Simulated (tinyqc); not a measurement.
Special k points of the hexagonal lattice: sweeps and comparisons. A value that a table varies takes the place of the one given here.

Lattice vectors in units of a: a1 = (1, 0), a2 = (-1/2, sqrt(3)/2); reciprocal vectors b_i with a_i . b_j = 2 pi delta_ij. Mesh: k = sum_i f_i b_i with f_i = (2 j_i + shift)/(2 N), j_i = 0 .. N-1. The point group of the lattice has 12 operations; only those that map the mesh onto itself are used.

A_m(k) = sum over the m-th star of lattice vectors R of cos(k . R), stars in order of length: m = 1: |R|^2 = 1, 6 vectors, such as (1, 1) in the basis a_i; m = 2: |R|^2 = 3, 6 vectors, such as (2, 1) in the basis a_i; m = 3: |R|^2 = 4, 6 vectors, such as (2, 2) in the basis a_i; m = 4: |R|^2 = 7, 12 vectors, such as (3, 2) in the basis a_i; m = 5: |R|^2 = 9, 6 vectors, such as (3, 3) in the basis a_i; m = 6: |R|^2 = 12, 6 vectors, such as (4, 2) in the basis a_i. The zone mean of every A_m is zero.

Test function, the lower band of a two-band insulator: E(k) = -sqrt(D^2 + (e0 - t A_1(k))^2).

Parameters, chosen for this exercise:
```
symbol  value  unit  meaning
D       0.82   eV    half gap term
t       0.86   eV    coupling
e0      1.57   eV    offset
N       3            points along each reciprocal vector
shift   0            half steps
```

## Mesh size and shift

Errors of the mean of E against the unshifted mesh with N = 96. The fifth column is |R|^2 of the shortest star with a non-zero mean.

Meshes:
```
mesh,points,irreducible,operations,|R|^2 missed,error (meV)
2 Gamma,4,2,12,4.00,-907.660
2 shifted,4,2,4,4.00,443.813
3 Gamma,9,3,12,9.00,25.898
3 shifted,9,4,4,9.00,-22.542
4 Gamma,16,4,12,16.00,105.945
4 shifted,16,6,4,16.00,-35.834
5 Gamma,25,5,12,25.00,-38.981
5 shifted,25,9,4,25.00,15.501
6 Gamma,36,7,12,36.00,-10.432
6 shifted,36,12,4,36.00,2.103
8 Gamma,64,10,12,>36,-0.389
8 shifted,64,20,4,>36,-0.065
10 Gamma,100,14,12,>36,1.880
10 shifted,100,30,4,>36,-0.604
```

reference mean = -2.55594 eV

How do the results move?

The shifted mesh has the smaller error for 7 of 7 values of N and the larger for 0. The cheapest mesh within 1 meV is 8 Gamma, with 10 irreducible points, but a larger mesh of the same type misses again, so this is a chance hit. A mesh misses the lattice vectors N (n1 a1 + n2 a2 + ...); the half shift gives each the sign (-1)^(n1 + n2 + ...), so the 6 shortest ones add up to -2 in place of 6. The shift lowers the symmetry; it leaves more irreducible points for N = 3, 4, 5, 6, 8 and 10.

## Gap and mesh density

D takes the values listed; errors against the unshifted mesh with N = 192, for unshifted meshes.

Errors (meV):
```
D (eV),reference (eV),N = 2,N = 4,N = 6,N = 8
0.2,-2.3771,-993.842,204.591,-27.123,2.883
0.4,-2.4170,-971.678,166.830,-20.409,0.837
0.8,-2.5479,-911.006,108.252,-10.777,-0.377
1.5,-2.8944,-790.153,52.026,-3.454,-0.255
2.5,-3.5571,-635.609,20.229,-0.743,-0.050
4.0,-4.7566,-471.496,6.318,-0.109,-0.004
```

What does this show, and why?

The first listed N from which the error stays below 0.5 meV is none for D = 0.2, none for D = 0.4, 8 for D = 0.8, 8 for D = 1.5, 8 for D = 2.5, 6 for D = 4 eV. A larger D makes the function smoother, so its Fourier coefficients fall faster with |R|; single entries change sign along a column, so a small error on one coarse mesh can be a cancellation.

## What moves the zone average

Mean of E over the mesh, and its error against the unshifted mesh with N = 96. Each row changes one parameter from the base and keeps the others.

Results:
```
case,mean (eV),error (meV),irreducible points
base,-2.5300,25.90,3
N = 4,-2.4500,105.94,4
shift = 1,-2.5785,-22.54,4
D = 0.574 eV,-2.4494,17.16,3
t = 1.118 eV,-2.8682,140.48,3
```

How do the results move?

The largest shifts from the base row, up to three for each result and ties (the steps differ in size, so this ranks the rows, not the parameters). mean (eV): t -0.3382, D +0.0807, N +0.0800. error (meV): t +114.58, N +80.05, shift -48.44. irreducible points: N +1, shift +1; unchanged at the printed digits by D and t.

Computed by tinyqc, a small Python program: `OMP_NUM_THREADS=1 python tinyqc.py 1680949 1680950 out.jsonl` (the numbers bound the seed that draws the inputs); one thread of a shared host (Intel(R) Xeon(R) Processor @ 2.30GHz), about 0.1 s for the whole set of steps.
